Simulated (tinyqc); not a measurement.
# Short-channel transistor, virtual-source model with series resistance: what changes with what

The current per gate width is the charge at the top of the source barrier (the virtual source) times its velocity times a saturation function; al and be are fitting constants of the model. Units: I in uA/um, Rs in ohm um, so I Rs = 1e-6 I Rs in volts; Q in uC/cm^2, so I = 1e-4 Q vx0 Fsat with vx0 in cm/s.

Values chosen for this exercise:
- T = 350 K (temperature)
- Cinv = 2.57 uF/cm^2 (inversion capacitance)
- vx0 = 1.26e7 cm/s (velocity at the virtual source)
- mu = 83 cm^2/(V s) (apparent mobility)
- L = 130 nm (channel length)
- VT0 = 0.292 V (threshold at zero drain voltage)
- dl = 0.058 V/V (drain-induced barrier lowering)
- n0 = 1.1 (subthreshold factor)
- nd = 0.05 1/V (growth of n with drain voltage)
- al = 3.5 (threshold shift (in units of Vt) from weak to strong inversion)
- be = 1.8 (sharpness of saturation)
- Rs = 120 ohm um (series resistance of each contact)

Constants: q = 1.602176634e-19 C, kB = 1.380649e-23 J/K, Vt = kB T/q. Results are converted to the units shown.

Each table varies one quantity; the others keep the values above.

## Output curve

Intrinsic voltages Vg' = Vgs - I Rs, Vd' = Vds - 2 I Rs. n = n0 + nd Vd', VT = VT0 - dl Vd', Ff = 1/(1 + exp((Vg' - VT + al Vt/2)/(al Vt))), Q = Cinv n Vt ln(1 + exp((Vg' - VT + al Vt Ff)/(n Vt))), Vdsat = (vx0 L/mu)(1 - Ff) + Vt Ff, Fsat = u/(1 + u^be)^(1/be) with u = Vd'/Vdsat, and I = Q vx0 Fsat per width. I is solved self-consistently. gds = dI/dVds, gm = dI/dVgs.

In this table Vgs = 0.9 V.

Results:
```
Vds (V),I (uA/um),Fsat,gds (uS/um),gain gm/gds
0.1,80.00,0.04095,792.9,0.1316
0.2,158.4,0.08174,775.4,0.2657
0.3,235.0,0.1221,755.1,0.4040
0.4,309.4,0.1619,732.5,0.5476
0.5,381.4,0.2010,708.3,0.6978
0.6,451.0,0.2390,683.0,0.8555
0.8,582.4,0.3119,630.4,1.197
0.9,644.1,0.3464,603.9,1.382
```

Estimate the missing row, Vds = 0.7 V.

Computed row:
```
Vds (V),I (uA/um),Fsat,gds (uS/um),gain gm/gds
0.7,518.0,0.2760,656.9,1.022
```

With this row back in the table: The current rises from 80.0 to 644 uA/um as Fsat rises from 0.0410 to 0.346; gds falls from 793 to 604 uS/um. The gain ends at 1.38, against 1/dl = 17.2 for a current that depends on Vds through barrier lowering alone.

## Transfer curves at low and high drain voltage

Same model as above.

Columns for Vds = 0.05 V and 0.9 V; gm = dI/dVgs at 0.9 V.

Result of one run:
```
Vgs (V),"I, low Vds (uA/um)","I, high Vds (uA/um)",gm (uS/um)
0.68,28.011,454.53,882.19
```

What becomes of these results when the gate voltage Vgs is changed from 0.68 to 0.9 V, all else the same?

Result of the changed run:
```
Vgs (V),"I, low Vds (uA/um)","I, high Vds (uA/um)",gm (uS/um)
0.9,40.170,644.08,834.38
```

The whole series:
```
Vgs (V),"I, low Vds (uA/um)","I, high Vds (uA/um)",gm (uS/um)
0,0.070236,1.3463,32.506
0.11,0.56421,14.096,254.00
0.23,3.3726,73.215,705.70
0.34,8.7893,159.61,826.79
0.45,14.799,252.42,859.64
0.56,21.060,348.40,882.34
0.68,28.011,454.53,882.19
0.79,34.234,550.65,863.24
0.9,40.170,644.08,834.38
```

At Vds = 0.9 V the current spans 2.7 decades, from 1.35 to 644 uA/um. Between the first two rows the swing is 108 mV a decade, against n Vt ln 10 = 79.5. At Vgs = 0 the higher drain voltage raises the current by a factor of 19.2, at Vgs = 0.9 V by 16.0. The transconductance goes from 32.5 through a maximum of 882 (at Vgs = 0.56 V among the rows listed) to 834 uS/um; Cinv vx0, its value in strong inversion and saturation without series resistance, is 3240 uS/um.

## Effect of the velocity at the virtual source on the on and off currents

Same model as above.

Ion is I at Vgs = Vds = 0.9 V, Ioff at Vgs = 0, Vds = 0.9 V, and Rlin = Vds/I at Vgs = 0.9 V, Vds = 0.05 V.

Effect of the velocity at the virtual source on the on and off currents:
```
vx0 (cm/s),Ion (uA/um),Ioff (nA/um),log10(Ion/Ioff),Rlin (ohm um)
5e6,515.4,567.7,2.958,1247
7.1e6,580.5,795.1,2.863,1246
1e7,624.2,1094,2.756,1245
1.4e7,651.1,1475,2.645,1245
2e7,667.7,1972,2.530,1244
2.8e7,676.5,2501,2.432,1244
4e7,681.6,3064,2.347,1244
```

Read the table: what changes, and by how much?

As vx0 goes from 5e6 to 4e7 cm/s, Ion rises from 515 to 682 uA/um, Ioff rises from 568 to 3060 nA/um and Rlin stays near 1250 ohm um. Ion changes by a factor of 1.32 and Ioff by 5.40. For vx0 = 1e7 to 4e7 cm/s the off current passes 1 uA/um, so the device is hardly off at Vgs = 0.

tinyqc, about 0.01 s, one thread, Intel Xeon 2.30GHz (shared host): `OMP_NUM_THREADS=1 python tinyqc.py 2380010 2380011 out.jsonl`
